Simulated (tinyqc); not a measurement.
From results to parameters: two-site tight-binding chain. Computed by the program tinyqc.

Problem. A two-site chain has site energies +delta (A) and -delta (B) and hoppings t1 > t2 > 0, so E = +/- sqrt(delta^2 + |t1 + t2 exp(-ika)|^2). Find delta, t1 and t2.

upper band at k = 0 = 1.953100 eV
upper band at the zone edge = 0.273130 eV
weight of the upper band on site A at the zone edge = 0.701369

Solution. The weight on A is (1 + delta/E)/2, which gives delta; then t1 + t2 = sqrt(E(0)^2 - delta^2) and t1 - t2 = sqrt(E(edge)^2 - delta^2).

delta, t1, t2 (eV): 0.1100  1.1000  0.8500
